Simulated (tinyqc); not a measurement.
Worked calculation: lattice vibrations of a chain. One step of it, computed by the program tinyqc.

Problem. Dynamical matrix at q = 0.03. q is in units of 2 pi/a. A spring k from atom i to atom j, n cells on, adds k to Phi_ii and Phi_jj, -k exp(2 pi i q n) to Phi_ij and the conjugate to Phi_ji (for one atom a cell: 2k (1 - cos 2 pi q n)); D_ij = Phi_ij / sqrt(m_i m_j).

A chain moving along its axis:
```
atom,mass (u),spring to the next atom (eV/angstrom^2)
1,80.100000,14.300000
2,63.300000,4.200000
second neighbours,-,2.200000
```

Give: D(q).

Solution.

D(q) (eV/(angstrom^2 u)):
```
,1,2
1,0.2319,-0.2588+0.0111i
2,-0.2588-0.0111i,0.2935
```
